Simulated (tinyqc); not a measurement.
Resistive memory cell, filament-gap model with Joule heating: two steps of the calculation.

A tunnelling gap g separates the tip of a filament from the electrode. I = I0 exp(-g/g0) sinh(Vd/V0), with Vd = V - I Rs on the device; T = T0 + Rth Vd I at once; the gap closes as dg/dt = -nu exp(-q Ea/(kB T)) sinh(al q Vd/(kB T)). All constants are fitting values of a compact model.

Inputs (values chosen for the exercise): ambient temperature T0 = 300 K; current scale I0 = 0.59 mA; tunnelling length g0 = 0.26 nm; voltage scale V0 = 0.44 V; attempt velocity nu = 1 m/s; activation energy Ea = 0.95 eV; barrier lowering per volt on the device al = 0.29; thermal resistance Rth = 1e5 K/W; series resistance Rs = 500 ohm; pulse voltage V = 2.58 V.

Constants: q = 1.602176634e-19 C, kB = 1.380649e-23 J/K. Results are converted to the units shown.

Task 1. Voltage on the device. I = I0 exp(-g/g0) sinh(Vd/V0); f = Vd + Rs I - V, f' = 1 + Rs (I0/V0) exp(-g/g0) cosh(Vd/V0), Vd(new) = Vd - f/f'.

Vd at the start = 2.58 V
g = 0.5 nm

Find: I; f'; Vd after iteration 1.

Result 1.

I = 1.518e4 uA
f' = 18.25
Vd after iteration 1 = 2.164 V

Task 2. Current, temperature and closing rate. I, T and dg/dt as above.

g = 0.5 nm
Vd = 1.6544695 V

Give: I; T; lowered barrier Ea - al Vd; -dg/dt.

Result 2.

I = 1851 uA
T = 606.3 K
lowered barrier Ea - al Vd = 0.4702 eV
-dg/dt = 6.168e-5 nm/ns

Program tinyqc, `OMP_NUM_THREADS=1 python tinyqc.py 2880024 2880025 out.jsonl`; Intel Xeon 2.30GHz, shared host, one thread, about 0.06 s.
